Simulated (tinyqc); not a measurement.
Born-Mayer model of an ionic crystal AB: one step, computed by the program tinyqc. Command: `OMP_NUM_THREADS=1 python tinyqc.py 3013172 3013173 out.jsonl bornmayer walk`. One thread of a shared host (Intel(R) Xeon(R) Processor @ 2.30GHz), about 0.01 s of CPU time with the checks.

Energies are per ion pair and r is the nearest distance of unlike ions.

Task: Under pressure. Madelung constant M, unlike neighbours z1, like neighbours z2 at f r, volume per pair: rock salt 1.747565, 6, 12, sqrt2, 2 r^3; caesium chloride 1.762675, 8, 6, 2/sqrt3, 8 r^3/(3 sqrt3); zinc blende 1.638055, 4, 12, sqrt(8/3), 16 r^3/(3 sqrt3). U(r) = -M z^2 e^2/(4 pi eps_0 r) + z1 lambda exp(-r/rho) + z2 [lambda2 exp(-f r/rho) - C/(f r)^6] (one mean like-ion term for both sublattices). With the volume written as c r^3, under pressure take the root at the minimum of the enthalpy and solve U'(r) + 3 c r^2 P = 0; H = U + P V; B = (U'' - 2 U'/r)/(9 c r).

Inputs (values chosen for the exercise, for a model salt):
```
quantity                        value           unit
ionic charge z                      2              -
unlike repulsion lambda           661             eV
range rho                       0.355       angstrom
like repulsion lambda2           1890             eV
dispersion C between like ions     24  eV angstrom^6
pressure P                         10            GPa
```

Structure: zinc blende. Short range: with like-ion terms.

Constants: e^2/(4 pi eps_0) = 14.39964548 eV angstrom; 1 eV/angstrom^3 = 160.2176634 GPa.

Give: distance at P; volume at P; enthalpy at P; bulk modulus at P.

Result:

distance at P = 2.137 angstrom

volume at P = 30.03 angstrom^3

enthalpy at P = -34.79 eV per pair

bulk modulus at P = 158.5 GPa
